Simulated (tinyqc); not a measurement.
Comparisons within one model: conduction-band anticrossing with a localised impurity level. A value that a table varies takes the place of the one given here.

Host conduction band EM(k) = Eg - al x + c k^2/mM, c = hbar^2/2m0, coupled to a flat level EI by V = C sqrt(x): H = [[EM, V], [V, EI]], E+/- = (EM + EI)/2 +/- sqrt((EM - EI)^2/4 + V^2). The host weight of a state at E is f = 1/(1 + V^2/(E - EI)^2), and its mass at k = 0 is mM/f. The gap is E-(0), the valence top staying at 0.

Constants: hbar^2/2m0 = 3.80998211 eV angstrom^2.

Parameters, chosen for this exercise (host near GaAs; the results hold for these values, not for the real material): Eg = 1.533 eV (gap at Gamma to the s-like level); mM = 0.0663 m0 (mass of the host band); EI = 1.748 eV (impurity level, from the valence top of the host); C = 2.98 eV (coupling); al = 1.79 eV (linear shift of the host edge); x = 0.027 (impurity fraction); aM = 107 meV/GPa (pressure coefficient of the host edge); aI = 18 meV/GPa (pressure coefficient of the level).

## Impurity fraction

The last column is the bowing that a quadratic law would need at that x, (Eg - gap)/(x (1 - x)), with equal end gaps.

Results:

| x (%) | E- (eV) | E+ (eV) | gap (eV) | host weight of E- | mass of E- | bowing (eV) |
|---|---|---|---|---|---|---|
| 0.1 | 1.4960 | 1.7832 | 1.4960 | 0.877 | 0.0756 | 37.1 |
| 0.2 | 1.4664 | 1.8111 | 1.4664 | 0.817 | 0.0811 | 33.4 |
| 0.5 | 1.3974 | 1.8746 | 1.3974 | 0.735 | 0.0902 | 27.3 |
| 1.0 | 1.3116 | 1.9515 | 1.3116 | 0.682 | 0.0972 | 22.4 |
| 2.0 | 1.1829 | 2.0623 | 1.1829 | 0.643 | 0.1032 | 17.9 |
| 3.0 | 1.0803 | 2.1470 | 1.0803 | 0.626 | 0.1059 | 15.6 |
| 5.0 | 0.9122 | 2.2793 | 0.9122 | 0.611 | 0.1084 | 13.1 |
| 8.0 | 0.7072 | 2.4306 | 0.7072 | 0.604 | 0.1098 | 11.2 |

The apparent bowing falls from 37.1 to 11.2 eV, so no single constant describes the gap: the part from the coupling goes as x while V is small against |EM - EI| and as sqrt(x) beyond (V = |Eg - EI| near x = 0.52 %), with the linear term al x on top; the fall of the gap goes as the power 0.85 of x between the first two rows and 0.61 between the last two. The mass of E- goes from 0.0756 to 0.1098, higher although the gap falls, against the usual k.p trend; with al = 0 the weight tends to 1/2 at large x.

## Pressure

Eg and EI move linearly with pressure; V is kept. The slope of E- is f aM + (1 - f) aI.

Results:

| P (GPa) | EM (eV) | EI (eV) | E- (eV) | E+ (eV) | host weight of E- | slope of E- (meV/GPa) |
|---|---|---|---|---|---|---|
| 0 | 1.4847 | 1.7480 | 1.1093 | 2.1234 | 0.630 | 74.1 |
| 1 | 1.5917 | 1.7660 | 1.1815 | 2.1762 | 0.588 | 70.3 |
| 2 | 1.6987 | 1.7840 | 1.2498 | 2.2329 | 0.543 | 66.4 |
| 3 | 1.8057 | 1.8020 | 1.3142 | 2.2935 | 0.498 | 62.3 |
| 4 | 1.9127 | 1.8200 | 1.3745 | 2.3582 | 0.453 | 58.3 |
| 5 | 2.0197 | 1.8380 | 1.4308 | 2.4269 | 0.409 | 54.4 |
| 6 | 2.1267 | 1.8560 | 1.4833 | 2.4994 | 0.367 | 50.6 |
| 7 | 2.2337 | 1.8740 | 1.5322 | 2.5755 | 0.328 | 47.2 |
| 8 | 2.3407 | 1.8920 | 1.5777 | 2.6549 | 0.292 | 44.0 |

The unmixed levels cross at 2.96 GPa, where E+ - E- has its minimum 2V = 0.979 eV and the weights are 1/2. The slope of E- falls from 74 to 44 meV/GPa, between the limits aM = 107 and aI = 18, as the state turns impurity-like. The X valleys, which pass below the Gamma edge of the host at high pressure, are left out.

## What each parameter does

At k = 0. Each row changes one parameter from the base and keeps the others.

Results:

| case | E- (eV) | E+ (eV) | gap (eV) | mass (m0) |
|---|---|---|---|---|
| base | 1.1093 | 2.1234 | 1.1093 | 0.1053 |
| EI = 1.698 eV | 1.0902 | 2.0925 | 1.0902 | 0.1093 |
| al = 2.29 eV | 1.1007 | 2.1184 | 1.1007 | 0.1042 |
| Eg = 1.583 eV | 1.1402 | 2.1425 | 1.1402 | 0.1093 |
| C = 3.427 eV | 1.0380 | 2.1946 | 1.0380 | 0.1080 |
| x = 0.03105 | 1.0705 | 2.1550 | 1.0705 | 0.1061 |
| mM = 0.05635 m0 | 1.1093 | 2.1234 | 1.1093 | 0.0895 |

The largest shifts from the base row, up to three for each result and ties (the steps differ in size, so this ranks the rows, not the parameters). E- (eV): C -0.0712, x -0.0388, Eg +0.0309; unchanged at the printed digits by mM. E+ (eV): C +0.0712, x +0.0316, EI -0.0309; unchanged at the printed digits by mM. gap (eV): C -0.0712, x -0.0388, Eg +0.0309; unchanged at the printed digits by mM. mass (m0): mM -0.0158, Eg +0.0041, EI +0.0041.

Run: tinyqc, `OMP_NUM_THREADS=1 python tinyqc.py 1051216 1051217 out.jsonl`; Intel(R) Xeon(R) Processor @ 2.30GHz, one thread, shared host; about 0.01 s of CPU time with all checks.
